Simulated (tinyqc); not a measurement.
Silicon n-p-n transistor, Gummel numbers and transit times: two steps of the calculation.

One-dimensional n-p-n transistor in the forward active mode at low injection. In the base p(x) = NB exp(-eta x/wb) and ni(x)^2 = ni^2 exp((g0 + g1 x/wb)/Vt); electrons leave the base at vsat; band spikes at the emitter junction and recombination inside the emitter are ignored.

Values chosen for this exercise; band and dielectric values close to those of silicon:
- T = 300 K (temperature)
- Eg = 1.1 eV (band gap)
- eps_r = 11.9 (relative permittivity)
- Nc = 2.8e19 cm^-3 (conduction-band density of states at T)
- Nv = 2.63e19 cm^-3 (valence-band density of states at T)
- vsat = 9.97e6 cm/s (saturation velocity)
- wb = 220 nm (neutral base width)
- NB = 1.4e18 cm^-3 (base doping at the emitter edge)
- eta = 0 (doping falls as exp(-eta x/wb))
- g0 = 0 eV (gap reduction at the emitter edge of the base)
- g1 = 0 eV (further gap reduction across the base (linear))
- Dn = 5.1 cm^2/s (electron diffusion coefficient in the base)
- NE = 4.8e19 cm^-3 (emitter doping)
- gE = 0.129 eV (gap reduction in the emitter (negative: wider gap))
- we = 160 nm (neutral emitter width)
- Dp = 1.1 cm^2/s (hole diffusion coefficient in the emitter)
- Se = 40000 cm/s (recombination velocity at the emitter contact)
- tb = 3e-7 s (electron lifetime in the base)
- NC = 5.7e15 cm^-3 (collector doping)
- VCB = 0.4 V (collector-base reverse bias)

Constants: q = 1.602176634e-19 C, kB = 1.380649e-23 J/K, Vt = kB T/q, eps0 = 8.8541878128e-14 F/cm where lengths are in cm. Results are converted to the units shown.

Task 1. Base Gummel number and transit time. f(x) = p(x) ni^2/ni(x)^2; I(x) = integral from x to wb of f/Dn, plus f(wb)/vsat; base Gummel number GB = I(0); electron density per unit flux n/(J/q) = I/f; base transit time tauB = integral of I/f over the base. Trapezoid rule on 11 equal steps.

Wanted: x; f; I; I/f; GB; tauB.

Result 1.

```
point  x (nm)  f (cm^-3)  I (s/cm^4)  I/f (s/cm)
0        0.00  1.4000e18   6.1796e12   4.4140e-6
1       20.00  1.4000e18   5.6306e12   4.0219e-6
2       40.00  1.4000e18   5.0816e12   3.6297e-6
3       60.00  1.4000e18   4.5326e12   3.2376e-6
4       80.00  1.4000e18   3.9836e12   2.8454e-6
5      100.00  1.4000e18   3.4345e12   2.4532e-6
6      120.00  1.4000e18   2.8855e12   2.0611e-6
7      140.00  1.4000e18   2.3365e12   1.6689e-6
8      160.00  1.4000e18   1.7875e12   1.2768e-6
9      180.00  1.4000e18   1.2385e12   8.8461e-7
10     200.00  1.4000e18   6.8944e11   4.9246e-7
11     220.00  1.4000e18   1.4042e11   1.0030e-7
```

GB = 6.1796e12 s/cm^4
tauB = 49.658 ps

Task 2. Gain, Early voltage and collector delay. ni = sqrt(Nc Nv) exp(-Eg/(2 Vt)), Eg in volts; GE = NE exp(-gE/Vt)(we/Dp + 1/Se); JC = J0 exp(VBE/Vt), J0 = q ni^2/GB; gain limited by back injection GE/GB, by base recombination tb/tauB, together 1/beta = the sum of the inverses; collector layer one-sided, Wc = sqrt(2 eps0 eps_r (Vbc + VCB)/(q NC)), Vbc = Vt ln(p(wb) NC/ni^2), Cjc = eps0 eps_r/Wc; Early voltage VA = GB q p(wb)/(f(wb) Cjc [1/Dn - (eta + g1/Vt)/(wb vsat)]), f(wb) = p(wb) exp(-(g0 + g1)/Vt), p(wb) = NB exp(-eta); tauC = Wc/(2 vsat).

GB = 6.1796370e12 s/cm^4
tauB = 49.657600 ps

Find: ni; GE; J0; GE/GB; tb/tauB; beta; Wc; Cjc; VA; tauC.

Result 2.

ni = 1.5630e10 cm^-3
GE = 1.2919e13 s/cm^4
J0 = 6.3339e-12 A/cm^2
GE/GB = 2.0906
tb/tauB = 6041.4
beta = 2.0899
Wc = 527.19 nm
Cjc = 0.19986 fF/um^2
VA = 252.65 V
tauC = 2.6439 ps

The gain is limited more by back injection into the emitter. beta VA = 528 V.

Range of the model: Heavy doping makes emitter or base degenerate; gE and g0 are to be read as apparent gap changes that include this.

Numbers from tinyqc (`OMP_NUM_THREADS=1 python tinyqc.py 2320053 2320054 out.jsonl`; about 0.01 s on one thread of a shared Intel Xeon 2.30GHz).
